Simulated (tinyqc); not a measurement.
Worked calculation: MP2 on RHF in the sto-6g basis, for H2, spin multiplicity 1. One step of it, computed by the program tinyqc.

Task: Iteration 2 (converged): orbitals. Diagonalise F' = X^T F X, C = X C', fill 1 alpha and 1 beta electrons from the bottom; D = 2 C_occ C_occ^T. Each column has its largest component positive (the first on a tie).

converged F (hartree), order 1H 1s, 2H 1s:
$$\begin{pmatrix}
-0.313087 & -0.545297 \\
-0.545297 & -0.313087
\end{pmatrix}$$

X, order 1H 1s, 2H 1s:
$$\begin{pmatrix}
1.103399 & 0.560892 \\
-1.103399 & 0.560892
\end{pmatrix}$$

Give: F' = X^T F X; orbital energies; coefficients C; D after iteration 2.

Result:

F' = X^T F X (hartree):
$$\begin{pmatrix}
0.5654 & 0.0000 \\
0.0000 & -0.5401
\end{pmatrix}$$

orbital energies (hartree): MO1 -0.5401, MO2 0.5654

coefficients C, order 1H 1s, 2H 1s:
$$\begin{pmatrix}
0.5609 & 1.1034 \\
0.5609 & -1.1034
\end{pmatrix}$$

D after iteration 2, order 1H 1s, 2H 1s:
$$\begin{pmatrix}
0.6292 & 0.6292 \\
0.6292 & 0.6292
\end{pmatrix}$$
